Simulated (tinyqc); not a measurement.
What moves the results: Gamma, L and X subbands of a thin body with non-parabolic valleys. A value that a table varies takes the place of the one given here.

Hard walls, flat band, c = hbar^2/2m0, energies from the bulk Gamma edge. For a valley at angle theta to the normal 1/m_z = cos^2/ml + sin^2/mt and m_d = sqrt(ml mt^2/m_z). Subband n starts at E_v + e with e (1 + a e) = c (n pi/t)^2/m_z, and its density-of-states mass is taken as m_d (1 + 2 a e), without further growth at higher in-plane energy. Groups are named by valley and degeneracy.

n_i = g m/(2 pi c) kB T ln(1 + exp((EF - E_i)/kB T)), sum n_i = Ns (1e12/cm^2 = 1e-4/angstrom^2), c = hbar^2/2m0. Quantum capacitance Cq = 1602.176634 sum g m/(2 pi c) f_i in microfarad/cm^2 with f_i = 1/(1 + exp((E_i - EF)/kB T)); Cox = 34.5313/eot (one gate); C/Cox = Cq/(Cq + Cox), the centroid term left out.

Constants: hbar^2/2m0 = 3.80998211 eV angstrom^2; kB = 8.617333262e-05 eV/K.

Inputs chosen for the exercise (near those of a thin InAs channel; the results hold for these values, not for the real material): face = 111 (surface); mG = 0.0258 m0 (Gamma mass); aG = 2.26 1/eV (Gamma non-parabolicity); EL = 0.704 eV (L edge above Gamma); mL = (0.618, 0.05) m0 (L valleys (four, along <111>): ml, mt); EX = 0.986 eV (X edge above Gamma); mX = (1.15, 0.156) m0 (X valleys (three, along <100>): ml, mt); aS = 0.6 1/eV (non-parabolicity of L and X); Ns = 3.6 x 1e12/cm^2 (sheet density); T = 300 K (temperature); eot = 8 angstrom (equivalent oxide thickness); ts = (20, 26, 34, 45, 60, 85, 130) angstrom (thicknesses); t = 72 angstrom (body thickness); Nl = (0.5, 1, 2, 4, 7, 11, 16) x 1e12/cm^2 (sheet densities).

## Thinning the body

Lowest edge of each valley type, the lowest group, the Gamma share and C/Cox, with n = 1 to 8 of all groups.

Results:
```
t (angstrom)  Gamma (eV)  L (eV)  X (eV)  lowest  Gamma share (%)  C/Cox
20                 1.068   0.844   1.340      L1              2.1  0.502
26                 0.780   0.790   1.210      G1             71.4  0.695
34                 0.558   0.755   1.123      G1             99.7  0.581
45                 0.385   0.734   1.067      G1            100.0  0.521
60                 0.256   0.721   1.032      G1            100.0  0.463
85                 0.151   0.712   1.009      G1            100.0  0.427
130                0.074   0.708   0.996      G1            100.0  0.541
```

What does this show?

From 130 down to 20 angstrom Gamma rises by 0.99 eV, L by 0.14 and X by 0.34 eV, the light Gamma mass moving most. The lowest group changes from G1 to L1 between 26 and 20 angstrom. The Gamma share goes from 100 % to 2 %. C/Cox is 0.54 and 0.50 at the ends and lies between 0.43 and 0.70. Hard walls overstate the rise in the thinnest rows.

## Raising the sheet density

Fixed thickness, n = 1 to 8 of all groups; the gate overdrive above the lowest edge is (EF - E_lowest)/e + 0.1602177 Ns/Cox in volts.

Results:
```
Ns (1e12/cm^2)  EF - lowest (eV)  Gamma share (%)     Cq  C/Cox  overdrive (V)
0.5                        0.012            100.0   2.00  0.316          0.031
1.0                        0.045            100.0   2.77  0.391          0.082
2.0                        0.098            100.0   3.18  0.424          0.172
4.0                        0.197            100.0   3.29  0.433          0.345
7.0                        0.318            100.0   5.85  0.575          0.578
11.0                       0.401             99.9   8.80  0.671          0.809
16.0                       0.487             98.7  10.18  0.702          1.081
```

How do the results move?

The lowest subband is G1 n=1. At the highest density band filling takes 0.487 V of the 1.081 V overdrive. Cq grows from 2.0 to 10.2 microfarad/cm^2 while EF moves from +0.012 to +0.487 eV against the lowest edge; the Gamma share stays within 99 to 100 %.

## What each parameter does

n = 1 to 8 of all groups. Each row changes one parameter from the base and keeps the others.

Results:
```
case                  lowest edge (eV)  EF (eV)  Gamma share (%)  C/Cox
base                             0.195    0.372            100.0  0.431
t = 80 angstrom                  0.166    0.356            100.0  0.422
mG = 0.0297 m0                   0.175    0.337            100.0  0.454
aG = 1.58 1/eV                   0.211    0.411            100.0  0.400
EL = 0.654 eV                    0.195    0.372            100.0  0.431
Ns = 5.4 x 1e12/cm^2             0.195    0.457            100.0  0.465
eot = 6 angstrom                 0.195    0.372            100.0  0.362
T = 250 K                        0.195    0.373            100.0  0.430
```

How do the results move?

The largest shifts from the base row, up to three for each result and ties (the steps differ in size, so this ranks the rows, not the parameters). lowest edge (eV): t -0.029, mG -0.020, aG +0.016; unchanged at the printed digits by EL, Ns, eot and T. EF (eV): Ns +0.085, aG +0.039, mG -0.036; unchanged at the printed digits by EL and eot. Gamma share (%): unchanged at the printed digits by t, mG, aG, EL, Ns, eot and T. C/Cox: eot -0.069, Ns +0.034, aG -0.030; unchanged at the printed digits by EL.

Program tinyqc; command `OMP_NUM_THREADS=1 python tinyqc.py 1250104 1250105 out.jsonl`; about 0.04 s on one thread of a shared Intel(R) Xeon(R) Processor @ 2.30GHz.
